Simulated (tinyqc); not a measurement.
From rigid to soft shells: rigid-ion and shell models of the dielectric response of an ionic crystal. Computed by tinyqc, a small Python program. Command: `OMP_NUM_THREADS=1 python tinyqc.py 3003452 3003453 out.jsonl shell walk`. One thread of a shared host (Intel(R) Xeon(R) Processor @ 2.30GHz), about 0.01 s of CPU time with the checks.

Charges +Z and -Z; 6 nearest neighbours, Madelung constant M = 1.747565, volume per ion pair Omega = 2.000000 d^3. Energy per pair U = -M Z^2 e2/d + 6 A exp(-d/rho), e2 = e^2/(4 pi eps_0). In the shell model the anion is a core of charge Y - Z and a massless shell of charge -Y, joined by the spring k; the repulsion acts on the shell. Each ion feels the Lorentz field E + (4 pi/3) P (Gaussian units).

Inputs (values chosen for the exercise, for a model crystal):
```
quantity                       value           unit
nearest-neighbour distance d    2.42       angstrom
ionic charge Z                  1.45              e
hardness d/rho                  8.98              -
cation mass                      146              u
anion mass                        19              u
shell charge size Y             2.42              e
core-shell spring k             46.6  eV/angstrom^2
cation polarisability alpha_+  0.062     angstrom^3
```

Structure: rock salt.

Constants: e^2/(4 pi eps_0) = 14.39964548 eV angstrom; 1 eV/angstrom^3 = 160.2176634 GPa; nu for 1 eV/(angstrom^2 u) = 15.6333042 THz; 1 THz = 33.35640952 1/cm.

Method:
- Zero pressure fixes 6 A exp(-d/rho) = M Z^2 e2 rho/d^2. Then U = -(M Z^2 e2/d)(1 - rho/d), B = M Z^2 e2 (d/rho - 2)/(9 Omega d), and the spring of one sublattice against the other is R = (1/3) x (Laplacian of the repulsion summed over neighbours) = M Z^2 e2 (d/rho - 2)/(3 d^3), so R = 3 B Omega/d^2.
- With C = 4 pi Z^2 e2/(3 Omega): mu lambda_TO = R - C, mu lambda_LO = R + 2 C; eps_inf = 1 and eps_s = lambda_LO/lambda_TO.
- lambda in eV/(angstrom^2 u) gives the wavenumber 15.6333042 x 33.35640952 x sqrt(lambda); mu is the reduced mass.
- Eliminating the shell gives the anion polarisability alpha_- = Y^2 e2/(k + R), the Szigeti charge Z_S = Z - Y R/(k + R) and the softened spring R' = k R/(k + R). With b = 4 pi (alpha_+ + alpha_-)/(3 Omega): eps_inf = (1 + 2b)/(1 - b) (Clausius-Mossotti); Born charge Z* = Z_S (eps_inf + 2)/3.
- mu lambda_TO = R' - (4 pi e2/(3 Omega)) Z_S^2/(1 - b); mu lambda_LO = mu lambda_TO + 4 pi e2 Z*^2/(eps_inf Omega); eps_s = eps_inf lambda_LO/lambda_TO.

repulsive spring R = 8.68579 eV/angstrom^2

volume Omega = 28.3450 angstrom^3

omega_LO, rigid ions = 534.063 1/cm

Response against the core-shell spring:
```
k (eV/angstrom^2)  eps_inf     Z_S      Z*  omega_TO (1/cm)  omega_LO (1/cm)   eps_s
37                  2.1779  0.9899  1.3786           258.47           396.12  5.1153
47                  1.9111  1.0725  1.3983           258.76           415.45  4.9262
61                  1.6946  1.1484  1.4142           259.00           434.69  4.7733
84                  1.5031  1.2232  1.4284           259.21           455.35  4.6386
120                 1.3557  1.2867  1.4392           259.37           474.38  4.5352
190                 1.2324  1.3442  1.4483           259.50           493.05  4.4488
370                 1.1318  1.3945  1.4557           259.61           510.63  4.3785
1400                1.0550  1.4351  1.4614           259.69           525.80  4.3250
```

From the stiffest to the softest shell eps_inf rises from 1.06 to 2.18 and Z_S falls from 1.44 to 0.99; omega_LO moves by -25 % and omega_TO by -0.5 %. Screening by eps_inf cuts the LO frequency, which rigid ions overstate (rigid ions: 534 per cm); eps_s goes from 4.33 to 5.12.
